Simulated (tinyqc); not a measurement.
# MOS capacitor on a p-type substrate, surface potential from the exact charge relation, step by step

Numbers from tinyqc (`OMP_NUM_THREADS=1 python tinyqc.py 2060092 2060093 out.jsonl`; about 0.01 s on one thread of a shared Intel Xeon 2.30GHz). Printed values are rounded.

Uniform p-type substrate, Boltzmann statistics, full ionisation, classical densities. psi is the surface potential against the body (positive when the bands bend down) and u = psi/Vt. Traps are spread evenly over the gap and neutral at flat band, so their charge is -q Dit psi; the minority quasi-Fermi level is shifted by Vb.

Inputs (values chosen for the exercise); band and dielectric values close to those of silicon:
```
symbol,value,unit,meaning
T,300,K,temperature
Eg,1.12,eV,band gap
eps_r,11.6,,relative permittivity
Nc,2.76e19,cm^-3,conduction-band density of states at T
Nv,2.65e19,cm^-3,valence-band density of states at T
chi,4.02,eV,electron affinity
N,2.1e18,cm^-3,acceptor density of the substrate
eox,7.28,,relative permittivity of the gate insulator (close to silicon nitride)
tox,4.3,nm,insulator thickness
phiM,5.12,eV,gate work function
Nf,-1.6e10,cm^-2,"fixed charge at the interface, in units of q"
Dit,0,cm^-2 eV^-1,density of interface traps
Vb,1.3,V,reverse bias of the inversion layer against the body
Vg,-0.18,V,gate voltage against the body
```

Constants: q = 1.602176634e-19 C, kB = 1.380649e-23 J/K, Vt = kB T/q, eps0 = 8.8541878128e-14 F/cm where lengths are in cm. Results are converted to the units shown.

Range of the model: At this gate voltage the surface density exceeds 0.3 of the band density of states, so degeneracy and confinement would lower the charge and capacitance.

## Flat band, threshold and scales

ni = sqrt(Nc Nv) exp(-Eg/(2 Vt)), Eg in volts; phiF = Vt ln(N/ni); Cox = eps0 eox/tox; Vfb = phiM - chi - (Eg - Vt ln(Nv/N)) - q Nf/Cox; Q0 = sqrt(2 eps0 eps_r q N Vt); r = (ni/N)^2 exp(-Vb/Vt); VT = Vfb + [(2 phiF + Vb)(1 + q Dit/Cox) + sqrt(2 eps0 eps_r q N (2 phiF + Vb))/Cox].

ni = 1.05801e10 cm^-3
phiF = 0.493934 V
Cox = 1.49903 uF/cm^2
Vfb = 0.0472503 V
Q0 = 133.669 nC/cm^2
r = 3.67710e-39
VT = 3.17397 V

## Starting value

psi = +Vt (just off flat band).

psi at the start = 0.0258520 V

## Iteration 1: Newton step for the surface potential

u = psi/Vt; F^2 = exp(-u) + u - 1 + r (exp(u) - u - 1); Qs = -sign(u) Q0 F; Cs = -dQs/dpsi = (Q0/Vt) |1 - exp(-u) + r (exp(u) - 1)|/(2 F). f = Vfb + psi + (q Dit psi - Qs)/Cox - Vg, f' = 1 + (Cs + q Dit)/Cox, psi(new) = psi - f/f'.

u = 1
F = 0.606531
Qs = -81.0743 nC/cm^2
Cs = 2.69435 uF/cm^2
f = 0.307187 V
f' = 2.79739
psi after iteration 1 = -0.0839600 V

## Iteration 2: Newton step for the surface potential

As before.

u = -3.24772
F = 4.63506
Qs = 619.564 nC/cm^2
Cs = 13.7944 uF/cm^2
f = -0.270018 V
f' = 10.2022
psi after iteration 2 = -0.0574932 V

## Course of the Newton iteration

Stop when the step is below 1e-10 V, or after 60 iterations.

Course of the iteration:

| iteration | psi before the step (V) | f (V) | step (V) |
|---|---|---|---|
| 1 | 0.0258520 | 0.307 | -0.110 |
| 2 | -0.0839600 | -0.270 | 0.0265 |
| 3 | -0.0574932 | -0.0490 | 7.21e-3 |
| 4 | -0.0502783 | -2.43e-3 | 3.96e-4 |
| 5 | -0.0498825 | -6.62e-6 | 1.09e-6 |
| 6 | -0.0498814 | -4.95e-11 | 8.12e-12 |

Converged in 6 iterations.

## Charges, field and capacitances at the solution

converged psi = -0.0498814 V

u = psi/Vt; F^2 = exp(-u) + u - 1 + r (exp(u) - u - 1); Qs = -sign(u) Q0 F; Cs = -dQs/dpsi = (Q0/Vt) |1 - exp(-u) + r (exp(u) - 1)|/(2 F). Low frequency: 1/C_LF = 1/Cox + 1/(Cs + q Dit). High frequency, in the simple estimate in which traps and minority carriers do not follow: 1/C_HF = 1/Cox + 1/Cd, Cd being Cs with r = 0 at the same psi. Minority sheet density N_inv = (Q0/(2 q)) int_0^u r (exp(t) - 1)/F(t) dt for u > 0. Oxide field |Qs - q Dit psi + q Nf|/(eps0 eox).

Qs = 265.882 nC/cm^2
N_inv = 0 cm^-2
oxide field = 0.408509 MV/cm
Cs = 7.65018 uF/cm^2
C_LF/Cox = 0.836157
C_HF/Cox = 0.836157

The surface is in accumulation (borders at |psi| = 0, phiF + Vb and 2 phiF + Vb = 2.29 V).
